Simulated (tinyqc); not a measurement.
p-type polysilicon, carrier trapping at grain boundaries: two steps of the calculation.

One-dimensional grains of size Lg, uniform ionised doping N, monovalent traps Qt at each boundary at a depth Et below (for electrons) or above (for holes) the band edge there, abrupt depletion of width W on each side of a boundary, Boltzmann statistics. xi is the distance from the band edge at the grain centre to the Fermi level. Trapped charge Qt/(1 + exp((xi + VB - Et)/Vt)) = 2 N W, barrier VB = q N W^2/(2 eps0 eps_r).

Inputs (values chosen for the exercise); values of the order met in polycrystalline silicon:
```
symbol,value,unit,meaning
T,300,K,temperature
eps_r,11.7,,relative permittivity
NB,2.65e19,cm^-3,valence-band density of states at T
Lg,16,nm,grain size
Qt,1.1e12,cm^-2,trap density of a grain boundary
Et,0.34,eV,depth of the trap level from the majority band edge at the boundary
ms,0.33,m0,mass for thermionic emission
fe,0.5,,correction factor of the emission rate
mug,78,cm^2/(V s),mobility inside the grains
N,1.9e17,cm^-3,doping
```

Constants: q = 1.602176634e-19 C, kB = 1.380649e-23 J/K, m0 = 9.1093837015e-31 kg, Vt = kB T/q, eps0 = 8.8541878128e-14 F/cm where lengths are in cm. Results are converted to the units shown.

Task 1. Depletion width, Fermi level and barrier. If the trap equation with xi = Vt ln(NB/N) has a root W < Lg/2, the grain is partly depleted; otherwise W = Lg/2 and the trap equation gives xi = Et - VB + Vt ln(Qt/(N Lg) - 1). N* = Qt/Lg.

Find: N*; W; xi; VB; share of traps filled.

Result 1.

N* = 6.875e17 cm^-3
W = 8.000 nm
xi = 0.3555 V
VB = 0.009403 V
share of traps filled = 0.2764

N is 0.276 N*, and the grain is fully depleted; VB = 0.364 Vt.

Task 2. Resistivity and effective mobility. n0 = NB exp(-xi/Vt); mean density n0 (1 - 2 W/Lg) by charge balance in a partly depleted grain, and n0 (sqrt(pi)/2) erf(u)/u with u = sqrt(VB/Vt) in a fully depleted one; v = sqrt(kB T/(2 pi ms m0)); barrier resistivity Vt exp(VB/Vt)/(q fe n0 v Lg); grain resistivity (1 - 2 W/Lg)/(q n0 mug); effective mobility 1/(q mean density total resistivity).

W = 8 nm
xi = 0.35548112 V
VB = 0.0094032803 V

Give: n0; mean density; v; barrier resistivity; grain resistivity; resistivity; effective mobility.

Result 2.

n0 = 2.828e13 cm^-3
mean density = 2.519e13 cm^-3
v = 4.683e6 cm/s
barrier resistivity = 2191 ohm cm
grain resistivity = 0.000 ohm cm
resistivity = 2191 ohm cm
effective mobility = 113.1 cm^2/(V s)

The resistivity is 5200 times that of a single crystal with the same N and mobility mug, and the mean density is 0.0133 % of N. The effective mobility exceeds mug only because drift through the depleted grain is left out.

Program tinyqc, `OMP_NUM_THREADS=1 python tinyqc.py 2830038 2830039 out.jsonl`; Intel Xeon 2.30GHz, shared host, one thread, about 0.01 s.
